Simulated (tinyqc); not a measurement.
# Free and trapped electrons in a MOS channel with a dense trap tail: what changes with what

p-type body, charge-sheet picture, full ionisation (an idealisation for deep acceptors), Boltzmann statistics for free electrons. e = Ec - EF at the surface. Acceptor-like traps of density D(E) = D0 + De exp(-E/Ew) at depth E below Ec, from 0 to Eu, hold n_t = integral of D(E)/(1 + exp((e - E)/Vt)). psi = Eg - Vt ln(Nv/Na) - e; N_dep = sqrt(2 eps0 eps_r Na (psi - Vt)/q); n_f = sqrt(N_dep^2 + 2 eps0 eps_r Vt Nc exp(-e/Vt)/q) - N_dep; Vg = Vfb + psi + q (N_dep + n_t + n_f)/Cox, Cox = eps0 eox/tox.

Parameters, values chosen for the exercise; band and dielectric values close to those of gallium nitride: temperature T = 400 K; band gap Eg = 3.43 eV; relative permittivity eps_r = 9.57; conduction-band density of states at T Nc = 3.48e18 cm^-3; valence-band density of states at T Nv = 7.02e19 cm^-3; relative permittivity of the insulator eox = 3.9; insulator thickness tox = 38 nm; acceptor density Na = 9.8e16 cm^-3; flat-band voltage without trapped charge Vfb = -2.95 V; constant background density of acceptor-like traps D0 = 1.3e10 cm^-2 eV^-1; density of the tail at the conduction edge De = 7.6e12 cm^-2 eV^-1; decay energy of the tail Ew = 0.09 eV; depth below Ec down to which the traps reach Eu = 0.52 eV; mobility of free electrons mf = 240 cm^2/(V s).

Constants: q = 1.602176634e-19 C, kB = 1.380649e-23 J/K, Vt = kB T/q, eps0 = 8.8541878128e-14 F/cm where lengths are in cm. Results are converted to the units shown.

Each table varies one quantity; the others keep the values above.

## Free and trapped charge against gate voltage

Free share n_f/(n_f + n_t); swing ln 10 n_f/(dn_f/dVg); field-effect mobility mf q (dn_f/dVg)/Cox, for a constant mf; oxide field q (N_dep + n_t + n_f)/(eps0 eox).

Free and trapped charge against gate voltage:

| Vg (V) | e (eV) | n_f (cm^-2) | n_t (cm^-2) | free share (%) | swing (mV/decade) | field-effect mobility (cm^2/(V s)) | oxide field (MV/cm) |
|---|---|---|---|---|---|---|---|
| 2.8 | 0.4334 | 1.306e6 | 6.236e9 | 0.02093 | 135.9 | 0.009360 | 0.7842 |
| 3.6 | 0.1340 | 7.308e9 | 1.932e11 | 3.645 | 429.3 | 16.59 | 0.9160 |
| 4.4 | 0.03766 | 1.144e11 | 4.572e11 | 20.02 | 1043 | 106.9 | 1.101 |
| 5.2 | -0.008429 | 4.019e11 | 5.841e11 | 40.76 | 2101 | 186.4 | 1.300 |
| 6 | -0.03481 | 7.861e11 | 6.312e11 | 55.47 | 3563 | 215.0 | 1.503 |
| 6.8 | -0.05268 | 1.204e12 | 6.520e11 | 64.87 | 5203 | 225.4 | 1.709 |
| 7.7 | -0.06770 | 1.689e12 | 6.640e11 | 71.79 | 7139 | 230.6 | 1.942 |
| 8.5 | -0.07840 | 2.128e12 | 6.702e11 | 76.05 | 8899 | 233.0 | 2.150 |
| 9.3 | -0.08747 | 2.570e12 | 6.743e11 | 79.22 | 1.068e4 | 234.4 | 2.358 |

What does the table show?

n_f reaches 1e11 cm^-2 at Vg = 4.34 V, against 3.56 V without traps. The free share rises from 0.0209 to 79.2 % and the field-effect mobility rises from 0.00936 to 234 cm^2/(V s), although mf = 240 is constant: in the last row 97.7 % of Cox dVg goes into free electrons. The swing in the first row is 136 mV a decade (Vt ln 10 = 79.4). For Vg = 4.4, 5.2, 6, 6.8, 7.7, 8.5, 9.3 EF lies less than 2 Vt below the band edge, or above it, where degeneracy and confinement, left out, matter.

## Effect of the density of the tail at the conduction edge

VT is the Vg for n_f = 1e11 cm^-2; swing ln 10 n_f/(dn_f/dVg) at n_f = 1e8 cm^-2; the last three columns are for Vg = VT + 3 V, with free share n_f/(n_f + n_t) and field-effect mobility mf q (dn_f/dVg)/Cox; there EF is near the band edge, where Boltzmann statistics are rough.

Effect of the density of the tail at the conduction edge:

| De (cm^-2 eV^-1) | e at VT (eV) | VT (V) | q n_t/Cox at VT (V) | swing (mV/decade) | n_f (cm^-2) | free share (%) | field-effect mobility (cm^2/(V s)) |
|---|---|---|---|---|---|---|---|
| 1e12 | 0.04247 | 3.673 | 0.1119 | 132.0 | 1.678e12 | 94.74 | 234.0 |
| 2e12 | 0.04247 | 3.774 | 0.2130 | 139.8 | 1.650e12 | 90.19 | 233.4 |
| 5e12 | 0.04247 | 4.078 | 0.5164 | 163.1 | 1.566e12 | 78.16 | 231.2 |
| 1e13 | 0.04247 | 4.583 | 1.022 | 201.9 | 1.429e12 | 62.32 | 226.7 |
| 2e13 | 0.04247 | 5.595 | 2.033 | 279.6 | 1.173e12 | 40.79 | 213.3 |
| 4e13 | 0.04247 | 7.617 | 4.056 | 435.0 | 7.556e11 | 18.72 | 165.3 |
| 9e13 | 0.04247 | 12.67 | 9.112 | 823.4 | 3.205e11 | 4.623 | 53.80 |
| 2e14 | 0.04247 | 23.80 | 20.24 | 1678 | 1.742e11 | 1.314 | 13.86 |

What does the comparison show?

As De goes from 1e12 to 2e14, VT rises from 3.67 to 23.8 V, its part due to traps rises from 0.112 to 20.2 V, the swing rises from 132 to 1680 mV/decade and the field-effect mobility falls from 234 to 13.9 cm^2/(V s). In every row e is under 2 Vt already at VT, so VT too is rough.

Program tinyqc, `OMP_NUM_THREADS=1 python tinyqc.py 2222195 2222196 out.jsonl`; Intel Xeon 2.30GHz, shared host, one thread, about 0.02 s.
